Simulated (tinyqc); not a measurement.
Inside a calculation: inter-valley coupling by envelope functions against a chain of atomic planes. Values are carried at full precision from step to step, so a last printed digit may differ when a step is redone from the rounded ones.

Chain: E(phi) = e0 + 2 v cos(phi) + 2 u cos(2 phi), cos(phi0) = -v/(4u), e0 = 2u + v^2/(4u); plane j = 0, 1, ... has the potential V_j = dE x_j + F (j - 30) a/4 (1 MV/m = 1e-4 V/angstrom). There are 30 barrier planes a side; with y = j - 29.5, x_j = xb (f(y) + f(Nw - y)), f(y) = 1/(1 + exp(y/L)), plus any Ge added in the well. The valley splitting is the spacing of the two lowest levels. Envelope theory: F_j solves a one-valley chain with hopping -b and diagonal 2b + V_j, b = 4u sin^2(phi0), sum F_j^2 = 1; the valleys couple by Dv = sum_j F_j^2 V_j exp(-2 i phi0 j) and split by 2|Dv|.

Constants: hbar^2/2m0 = 3.80998211 eV angstrom^2.

Values chosen for the exercise (near those of the Delta valleys of silicon in a SiGe well; shifted at random, so the results belong to these values and not to a real crystal):
- a = 5.431 angstrom (lattice constant; planes lie a/4 apart)
- u = 0.592 eV (second-neighbour hopping)
- v = 0.628 eV (nearest hopping)
- Nw = 55 (planes in the well)
- L = 1.5 planes (interface width)
- xb = 0.26 (Ge fraction of the barriers)
- dE = 0.64 eV (offset per unit Ge fraction)
- F = 8 MV/m (field)
- js = 64 (plane j of a Ge spike (the well starts at j = 30))
- xs = 0.08 (Ge fraction added on that plane)

## Valley phase, mass and the wavelengths that couple the valleys

phi0; b = 4u sin^2(phi0); mass m/m0 = c/(b (a/4)^2), c = hbar^2/2m0. A potential couples the valleys if its phase advances by 2 phi0 a plane, or, since only whole planes count, by 2 pi - 2 phi0: periods pi/phi0 and pi/(pi - phi0) planes.

phi0 = 1.83921 rad
b = 2.20145 eV
mass = 0.9388 m0

periods (planes): pi/phi0 1.7081, pi/(pi - phi0) 2.4122

longer period = 3.2752 angstrom

## The smooth well

Lowest doublet of the chain and the envelope result.

level (meV): chain 28.960, envelope 28.997

splitting (micro-eV): chain 0.116, envelope 0.114

planes covered, 1/sum F^4 = 30.75
largest F_j^2 = 0.04574

The levels agree within 0.04 meV. A graded interface has little Fourier weight at 2 phi0, so the splitting is a small remainder of cancelling terms; the envelope value is 0.98 times that of the chain.

## One plane of added Ge, to first order

F_j^2 of the smooth well on that plane = 0.00710

F_j is the envelope on plane j (sum F_j^2 = 1) and Dv the coupling of the two valleys, which split by 2|Dv|. A single plane has Fourier weight at all wavelengths: it adds dE xs F_j^2 to |Dv|, so the splitting is about 2 dE xs F_j^2 if this term rules, and the mean of the doublet rises by dE xs F_j^2.

splitting = 728 micro-eV
rise of the mean level = 0.364 meV

The chain with the spike gives 575 micro-eV and a rise of 0.287 meV; the envelope solved with the spike gives 567. First order is +27 % off: the state draws back from the spike, which the envelope solved anew includes.

## Checks

- Splitting with a weak spike (0.02) on plane j = 48 from the envelope against the chain (micro-eV): both 1.02e+03.

Program tinyqc; command `OMP_NUM_THREADS=1 python tinyqc.py 1482701 1482702 out.jsonl`; about 0.05 s on one thread of a shared Intel(R) Xeon(R) Processor @ 2.30GHz.
